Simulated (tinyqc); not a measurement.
# Inputs raised by 5 %, one at a time

Model: leakage through a gate insulator: direct, Fowler-Nordheim, trap-assisted and Poole-Frenkel currents. Computed by tinyqc, a small Python program. Command: `OMP_NUM_THREADS=1 python tinyqc.py 3008494 3008495 out.jsonl oxideleak sens`. One thread of a shared host (Intel(R) Xeon(R) Processor @ 2.30GHz), about 0.01 s of CPU time with the checks.

Electrons enter from the cathode Fermi level at x = 0; the conduction band of the insulator lies phi_b - e F x above it, F = V/t. WKB exponents use a parabolic band with mass m.

Inputs (values chosen for the exercise, with an insulator like HfO2):

| quantity | value | unit |
|---|---|---|
| thickness t | 3.4 | nm |
| barrier phi_b | 1.57 | eV |
| tunnelling mass m | 0.2 | m_0 |
| static constant eps_ox | 20.9 | - |
| optical constant eps_opt | 4.16 | - |
| voltage across the insulator V | 0.81 | V |
| trap depth phi_t | 0.9 | eV |
| trap density N_t | 2.1e+17 | cm^-3 |
| attempt rate nu_0 | 5e+13 | 1/s |
| activation of capture E_a | 0.17 | eV |
| temperature T | 400 | K |

Constants: hbar^2/(2 m_0) = 3.80998212 eV angstrom^2; e = 1.602176634e-19 C; hbar = 1.054571817e-34 J s; k_B = 8.617333262e-05 eV/K; eps_0 = 8.8541878128e-12 F/m.

Method:
- For a level a distance phi(x) below the band, the WKB exponent is 2 int kappa dx with kappa = sqrt(m phi/(hbar^2/2m_0)); for a linear barrier from phi_1 down to phi_2 = max(phi_1 - e F d, 0) it is G = (4/3) sqrt(m/(hbar^2/2m_0)) (phi_1^(3/2) - phi_2^(3/2))/(e F).
- J_tun = e^3 F^2/(16 pi^2 hbar m phi_b) x exp(-G) / [1 - sqrt(phi_2/phi_b)]^2 with the free-electron mass in the cathode (m in m_0), phi_2 = max(phi_b - e V, 0): direct tunnelling for e V < phi_b, Fowler-Nordheim above. Image forces, back-flow and the limit on supply are left out, so J_tun is overstated below about 0.5 V.
- Equivalent oxide thickness = 3.9 t/eps_ox.
- A trap at depth x lies phi_t below the band. Capture: tunnel at the cathode Fermi level from 0 to x (G_in from phi_1 = phi_b), rate nu_0 exp(-G_in - E_c/k_B T) with E_c = E_a + max(phi_b - phi_t - e F x, 0), the last term being the height of the trap above the cathode Fermi level. Emission: tunnel from the trap level to the anode (G_out from phi_1 = phi_t over t - x), rate nu_0 exp(-G_out - E_a/k_B T). Re-emission to the cathode follows from detailed balance, rate_back = rate_in exp(dE/k_B T) with dE = phi_b - phi_t - e F x. Each trap passes R = rate_in rate_out/(rate_in + rate_back + rate_out) electrons per second; filling from the anode is left out.
- J_TAT = e N_t int_0^t R dx by the midpoint rule on 400 intervals; the most effective depth is the midpoint with the largest R, rounded to 0.01 nm.
- Poole-Frenkel emission over the lowered barrier of a charged trap: lowering sqrt(e F/(pi eps_opt eps_0)); J_PF = e N_t^(2/3) nu_0 exp(-(phi_t - lowering)/k_B T), one sheet of traps emitting with supply unlimited (an upper bound).
- J = J_tun + J_TAT (the Poole-Frenkel bound is not added); the ratio J/J_tun is the excess that stress-made traps add.

Runs:

| input moved | from | to | tunnelling current J_tun (A/cm^2) | trap-assisted current J_TAT (A/cm^2) | Poole-Frenkel bound J_PF (A/cm^2) | total current J (A/cm^2) |
|---|---|---|---|---|---|---|
| base run | - | - | 16.333 | 0.0004741 | 223.14 | 16.334 |
| thickness t (nm) | 3.4 | 3.57 | 6.418 | 0.0002557 | 149.34 | 6.419 |
| barrier phi_b (eV) | 1.57 | 1.6485 | 9.943 | 0.0000646 | 223.14 | 9.943 |
| tunnelling mass m (m_0) | 0.2 | 0.21 | 10.291 | 0.0003408 | 223.14 | 10.291 |
| voltage across the insulator V (V) | 0.81 | 0.8505 | 18.718 | 0.0008720 | 336.73 | 18.719 |
| trap depth phi_t (eV) | 0.9 | 0.945 | 16.333 | 0.0011028 | 60.48 | 16.334 |
| trap density N_t (cm^-3) | 2.1e+17 | 2.205e+17 | 16.333 | 0.0004978 | 230.52 | 16.334 |
| temperature T (K) | 400 | 420 | 16.333 | 0.0006550 | 349.92 | 16.334 |

Exponents ln(y'/y) / ln(x'/x):

| input | tunnelling current J_tun | trap-assisted current J_TAT | Poole-Frenkel bound J_PF | total current J |
|---|---|---|---|---|
| thickness t | -19.144 | -12.657 | -8.230 | -19.144 |
| barrier phi_b | -10.174 | -40.868 | 0.000 | -10.174 |
| tunnelling mass m | -9.468 | -6.767 | 0.000 | -9.467 |
| voltage across the insulator V | 2.793 | 12.488 | 8.433 | 2.793 |
| trap depth phi_t | 0.000 | 17.301 | -26.758 | 0.001 |
| trap density N_t | 0.000 | 1.000 | 0.667 | 0.000 |
| temperature T | 0.000 | 6.623 | 9.221 | 0.000 |

To which inputs is each result most sensitive?

Among the inputs moved here: tunnelling current J_tun answers most in size to thickness t (exponent -19.144), next to barrier phi_b (-10.174); its exponent is below 0.0005 for trap depth phi_t, trap density N_t, temperature T. Its exponent 0.000 in temperature T: tunnelling from the Fermi level does not depend on T in this formula. Trap-assisted current J_TAT answers most in size to barrier phi_b (exponent -40.868), next to trap depth phi_t (+17.301). Its exponent +1.000 in trap density N_t: independent traps. Poole-Frenkel bound J_PF answers most in size to trap depth phi_t (exponent -26.758), next to temperature T (+9.221); its exponent is below 0.0005 for barrier phi_b, tunnelling mass m. Its exponent +0.667 in trap density N_t: one sheet of traps, N_t^(2/3). Total current J answers most in size to thickness t (exponent -19.144), next to barrier phi_b (-10.174); its exponent is below 0.0005 for trap density N_t, temperature T.

Caution (all rows): the film is too thin for the Poole-Frenkel picture (the lowering is a large part of the whole drop, or the traps are further apart than the film is thick), so J_PF is only nominal.

Extremes, crossings and ranges named in words are read from the listed rows.
